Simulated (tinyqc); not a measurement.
Gupta-type many-body potential for a metal. From one set of inputs to another, one input at a time. Computed by tinyqc, a small Python program. Command: `OMP_NUM_THREADS=1 python tinyqc.py 3021530 3021531 out.jsonl gupta ladder`. One thread of a shared host (Intel(R) Xeon(R) Processor @ 2.30GHz), about 0.05 s of CPU time with the checks.

E_i = sum_j A exp(-p (r_ij/r0 - 1)) - xi rho_i^gamma, with rho_i = sum_j exp(-2 q (r_ij/r0 - 1)); gamma = 1/2 is the tight-binding second-moment form. The crystal is fcc unless stated; d is the neighbour distance and a fixed number of shells is kept.

The inputs printed are set A. Inputs not listed in the table keep their values of set A, so the rows need not describe a real material.

Inputs (values chosen for the exercise, modelled on aluminium):

| quantity | value | unit |
|---|---|---|
| repulsion A | 0.118 | eV |
| hopping xi | 1.27 | eV |
| decay p | 8.5 | - |
| decay q | 2.52 | - |
| reference distance r0 | 2.864 | angstrom |
| shells kept | 5 | - |
| embedding exponent gamma | 0.5 | - |

Constants: 1 eV/angstrom^3 = 160.2176634 GPa.

Method:
- fcc shells: d sqrt(k), k = 1..5, with 12, 6, 24, 12, 24 atoms; Omega = d^3/sqrt2.
- Equilibrium: dE/dd = 0; B = d^2 E''(d)/(9 Omega).
- Second derivatives of E/Omega at equilibrium under homogeneous strain: e_xx = h gives C11; e_xx = -e_yy = h gives 2 (C11 - C12); e_xy = e_yx = h/2 gives C44.

Each row keeps all changes above it:

| input moved | from | to | cohesive energy E_c (eV) | bulk modulus B (GPa) | Cauchy pressure C12 - C44 (GPa) |
|---|---|---|---|---|---|
| set A | - | - | 3.218 | 77.6 | 36.30 |
| decay p | 8.5 | 10.8 | 3.272 | 96.9 | 32.40 |
| reference distance r0 (angstrom) | 2.864 | 2.889 | 3.272 | 94.4 | 31.56 |
| hopping xi (eV) | 1.27 | 0.972 | 2.295 | 63.9 | 21.17 |
| repulsion A (eV) | 0.118 | 0.0999 | 2.423 | 68.9 | 22.97 |
| decay q | 2.52 | 3.17 | 2.273 | 81.2 | 35.37 |
| embedding exponent gamma | 0.5 | 0.55 | 2.732 | 110.9 | 45.68 |

Where does the difference come from?

Cohesive energy E_c goes from 3.22 to 2.73, a factor 0.849 in all. The largest single move comes from hopping xi (a factor 0.701), and embedding exponent gamma works against it (a factor 1.20). Bulk modulus B goes from 77.6 to 111, a factor 1.43 in all. The largest single move comes from hopping xi (a factor 0.676), but it runs against the net change; the largest move in the direction of the net change is embedding exponent gamma (a factor 1.36). Cauchy pressure C12 - C44 goes from 36.3 to 45.7, a factor 1.26 in all. The largest single move comes from decay q (a factor 1.54), and hopping xi works against it (a factor 0.671). The single moves hold for this order of the switches; the total does not depend on the order.

Extremes, crossings and ranges named in words are read from the listed rows.
